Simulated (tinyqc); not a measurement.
# Stress from a rosette of three resistors

Question. In the (001) plane dR/R(0) = p11 sxx + p12 syy, dR/R(90) = p12 sxx + p11 syy and dR/R(45) = (p11 + p12)(sxx + syy)/2 + p44 sxy. Find the three stresses.

Inputs (values chosen for the exercise):
```
symbol  value        unit                     meaning
p11      6.75  x 1e-11/Pa  piezoresistive coefficient
p12      -1.1  x 1e-11/Pa  piezoresistive coefficient
p44       137  x 1e-11/Pa  piezoresistive coefficient
```

dR/R at 0, 45 and 90 degrees (%): [-1.9333000, -10.543350, 1.9446000]

Answer. The first and third give sxx and syy; the 45-degree value less their mean is p44 sxy.

sxx = -246.0 MPa
syy = 248.0 MPa
sxy = -77.00 MPa

tinyqc, about 0.01 s, one thread, Intel Xeon 2.30GHz (shared host): `OMP_NUM_THREADS=1 python tinyqc.py 2530021 2530022 out.jsonl`
